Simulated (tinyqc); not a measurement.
Inside a calculation. Model: undoped gate-all-around wire MOSFET, analytic charge model.

Numbers from tinyqc (`OMP_NUM_THREADS=1 python tinyqc.py 2460151 2460152 out.jsonl`; about 0.03 s on one thread of a shared Intel Xeon 2.30GHz). Printed values are rounded.

An undoped round wire of radius R under an insulator shell and a surrounding gate; long channel, electrons only, n = ni exp((psi - V)/Vt) with V the quasi-Fermi potential (0 at the source, Vd at the drain), constant mobility, no quantisation. The radial Poisson equation gives n(r) = n(0)/(1 - (1 - b) r^2/R^2)^2 with b = Q0/(Q + Q0). Q is the electron charge per area of the wire surface.

Inputs (values chosen for the exercise); material values close to those of In0.53Ga0.47As:
- T = 325 K (temperature)
- Eg = 0.746 eV (band gap)
- eps_r = 14.1 (relative permittivity of the semiconductor)
- Nc = 2.33e17 cm^-3 (conduction-band density of states at T)
- Nv = 8.73e18 cm^-3 (valence-band density of states at T)
- eox = 24.5 (relative permittivity of the gate insulator)
- tox = 14 nm (insulator thickness)
- R = 3 nm (wire radius)
- dphi = 0.25 V (gate work function less that of the intrinsic body)
- mu = 730 cm^2/(V s) (channel mobility)
- L = 0.2 um (gate length)
- Vg = 0.64 V (gate voltage)
- Vd = 0.5 V (drain voltage)

Constants: q = 1.602176634e-19 C, kB = 1.380649e-23 J/K, Vt = kB T/q, eps0 = 8.8541878128e-14 F/cm where lengths are in cm. Results are converted to the units shown.

Range of the model: In a wire this thin, quantum confinement raises the threshold; it is left out. The surface density at the source passes 0.3 Nc, where Boltzmann statistics fail.

## Constants of the wire

ni = sqrt(Nc Nv) exp(-Eg/(2 Vt)), Eg in volts; Cox = eps0 eox/(R ln(1 + tox/R)); Q0 = 4 eps0 eps_r Vt/R; V0 = dphi + Vt ln[8 eps0 eps_r Vt/(q ni R^2)].

ni = 2.34461e12 cm^-3
Cox = 4.16864 uF/cm^2
Q0 = 466.190 nC/cm^2
V0 = 0.696101 V

## Iteration 1: charge at the source by Newton steps in y = ln(Q/Q0)

y at the start = 2

With V = 0 and Q = Q0 exp(y): f = Q/Cox + Vt y + Vt ln(1 + Q/Q0) - (Vg - V0); df/dy = Q/Cox + Vt (1 + Q/(Q + Q0)); y(new) = y - f/(df/dy).

Q = 3444.70 nC/cm^2
f = 0.998019 V
df/dy = 0.879012 V
y after iteration 1 = 0.864613

## Iteration 2: charge at the source by Newton steps in y = ln(Q/Q0)

As before.

Q = 1106.78 nC/cm^2
f = 0.379875 V
df/dy = 0.313213 V
y after iteration 2 = -0.348221

## Course of the iteration: charge at the source by Newton steps in y = ln(Q/Q0)

Stop when y changes by less than 1e-11, or after 60 iterations.

Course of the iteration:
```
iteration          y  |change|
1           0.864613      1.14
2          -0.348221      1.21
3           -1.53137      1.18
4           -2.28140     0.750
5           -2.43259     0.151
6           -2.43633   3.74e-3
7           -2.43634   2.08e-6
8           -2.43634  6.39e-13
```

Converged in 8 iterations. At the end the number of correct digits about doubles with each step.

## Drain current and line charge

Qs = 40.7827 nC/cm^2
Qd = 1.10943e-6 nC/cm^2

Q solves Vg - V0 - V = Q/Cox + Vt ln(Q/Q0) + Vt ln(1 + Q/Q0). I = mu (2 pi R/L)[2 Vt (Qs - Qd) + (Qs^2 - Qd^2)/(2 Cox) + Vt Q0 ln((Qd + Q0)/(Qs + Q0))], with Qs at V = 0 and Qd at V = Vd. Electrons per length at the source: 2 pi R Qs/q; surface over centre density: (1 + Qs/Q0)^2.

first term = 0.157165 uA
second term = 0.0137253 uA
third term = -0.0753335 uA
I = 0.0955569 uA
electrons per length = 0.0479807 1/nm
surface over centre density = 1.18261

The square-law term makes up 14.4 % of the current.
